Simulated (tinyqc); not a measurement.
Small-signal admittance of a forward-biased p+-n diode: one step of the calculation.

Holes injected into a neutral base of width wb with an ohmic contact at its end; low injection, p0 far above the equilibrium density. A small voltage v exp(i w t), w = 2 pi f, modulates the edge density by p0 v/Vt, and the small-signal density obeys Dp d2p/dx2 = (1/tau + i w) p.

Task. Closed-form admittance. L = sqrt(Dp tau); direct current J = (q Dp p0/L) coth(wb/L); k = sqrt(1 + i w tau)/L; diffusion admittance Y = (q Dp p0/Vt) k coth(k wb) = G + i w C_diff; junction capacitance C_j = sqrt(q eps0 eps_r Nd/(2 Vr)) in the depletion approximation, with the remaining barrier Vr = Vt ln(Na/p0), a rough value under forward bias; base-width modulation is left out.

Values chosen for this exercise; permittivity close to that of silicon:
- T = 350 K (temperature)
- eps_r = 11.7 (relative permittivity)
- Nd = 5.4e15 cm^-3 (donor density of the base)
- Dp = 11 cm^2/s (hole diffusion coefficient)
- tau = 2e-7 s (hole lifetime)
- wb = 27 um (width of the neutral base)
- p0 = 6.5e12 cm^-3 (excess hole density at the junction edge)
- Na = 2e19 cm^-3 (acceptor density of the p+ side)
- f = 88000 Hz (signal frequency)

Constants: q = 1.602176634e-19 C, kB = 1.380649e-23 J/K, Vt = kB T/q, eps0 = 8.8541878128e-14 F/cm where lengths are in cm. Results are converted to the units shown.

Find: L; J; k wb; Y; C_diff; C_j.

Result.

L = 14.832 um
J = 0.0081395 A/cm^2
k wb = 1.8231+0.1005i
Y = 0.27006+0.01206i S/cm^2
C_diff = 0.021820 uF/cm^2
C_j = 0.031537 uF/cm^2

G is 1.00 times its low-frequency value J/Vt, and C_diff is 0.692 times C_j.

tinyqc, about 0.01 s, one thread, Intel Xeon 2.30GHz (shared host): `OMP_NUM_THREADS=1 python tinyqc.py 2890114 2890115 out.jsonl`
